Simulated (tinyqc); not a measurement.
Minimum-mode following (dimer method) and harmonic rate on a two-dimensional model surface. From rate k back to temperature T. Computed by tinyqc, a small Python program. Command: `OMP_NUM_THREADS=1 python tinyqc.py 3027770 3027771 out.jsonl dimer inv`. One thread of a shared host (Intel(R) Xeon(R) Processor @ 2.30GHz), about 0.1 s of CPU time with the checks.

V(x, y) = h u^2 + t x + (kappa/2)(y + c u)^2 with u = x^2/w^2 - 1; the path runs from the minimum near (-w, 0) to that near (w, 0).

Inputs (values chosen for the exercise, for a model surface):
```
quantity                     value           unit
height h                      0.47             eV
half width w                   1.3       angstrom
transverse stiffness kappa     2.8  eV/angstrom^2
curvature c                   0.29       angstrom
tilt t                      -0.035    eV/angstrom
mass M                         130              u
```

Surface: curved double well.

Constants: nu for 1 eV/(angstrom^2 u) = 15.6333042 THz; k_B = 8.617333262e-05 eV/K.

Method:
- Newton steps x(new) = x - H^-1 grad V (moves limited to 0.3 angstrom) from (-w, 0), (w, 0) and (0, c) give the two minima and the saddle.
- Diagonalise the Hessian at the start minimum and at the saddle; nu = 15.6333042 THz x sqrt(|lambda|/M).
- Vineyard prefactor nu* = nu1 nu2 (minimum)/nu2 (saddle); k = nu* exp(-E_b/(k_B T)).

Problem. A run gave the result below. Find the temperature T, known to lie between 340 and 1000 K.

rate k = 1.257194e+09 1/s

Solution.

Each step takes the trial c = (a f_b - b f_a)/(f_b - f_a), f being the result less the target and a, b, c the logarithms of the listed values; c replaces end b, the old b replaces a if the sign of f changed, and otherwise f_a is halved.

Scan of the range:
```
temperature T (K)  rate k (1/s)
340                 9.95344e+05
407                 1.08601e+07
487                 7.96171e+07
583                 4.22468e+08
698                 1.70439e+09
835                 5.43794e+09
1000                1.44216e+10
```

False position (Illinois rule, in the logarithm of the input) inside the bracket:
```
step    end a    end b    trial  rate k (1/s)
1     583.000  698.000  655.511   1.07774e+09
2     698.000  655.511  667.408   1.23254e+09
3     698.000  667.408  670.385   1.27369e+09
4     667.408  670.385  669.190   1.25705e+09
5     670.385  669.190  669.200   1.25719e+09
6     670.385  669.200  669.200   1.25719e+09
7     669.200  669.200  669.200   1.25719e+09
```

Rate k rises at every point of a 13-point scan of the range (every second point is shown), so one value fits; it is bracketed by 583 and 698. Answer: temperature T = 669.2 K.
